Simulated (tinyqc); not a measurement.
Longitudinal sound in a periodic multilayer: transfer matrices, stop bands and folded phonons: one step, computed by the program tinyqc. Command: `OMP_NUM_THREADS=1 python tinyqc.py 3031627 3031628 out.jsonl multilayer walk`. One thread of a shared host (Intel(R) Xeon(R) Processor @ 2.30GHz), about 0.01 s of CPU time with the checks.

Layers 1 and 2 repeat with period d = d_1 + d_2; waves travel normal to the layers, without loss. State vector (u, s): displacement u and stress divided by omega. Impedances Z = rho v are in 1e6 kg/(m^2 s).

Problem. Transmission through N periods. A layer maps (u, s) by [[cos p, sin p/Z], [-Z sin p, cos p]], p = 2 pi f d_i/v_i; one period is M = M_2 M_1, and cos(q d) = trace(M)/2. For N periods A = M^N. A wave comes from a thick layer of material 1 and leaves into the substrate (Z_s): transmitted power T = 4 Z_1 Z_s/|Z_1 A_22 + Z_s A_11 - i (Z_1 Z_s A_12 - A_21)|^2, reflected power R = 1 - T.

Inputs (values chosen for the exercise, modelled on gallium nitride (layer 1), aluminium nitride (layer 2) and gallium arsenide (substrate)):

| quantity | value | unit |
|---|---|---|
| velocity v_1 | 8010 | m/s |
| thickness d_1 | 595 | nm |
| velocity v_2 | 10800 | m/s |
| thickness d_2 | 816 | nm |
| periods N | 12 | - |
| frequency f | 3.28 | GHz |

M:
```
           1            2
1  -1.369532  0.001395397
2  -2.097013   -0.7280399
```

Z_2 = 35.748

Z_1 = 49.0212

Z of the substrate = 25.555

Give: A = M^N; transmitted power T; T in decibel.

Solution.

A = M^N:
```
        1          2
1  42.121  -0.092231
2  138.61   -0.27976
```

transmitted power T = 0.0041972

T in decibel = -23.770 dB
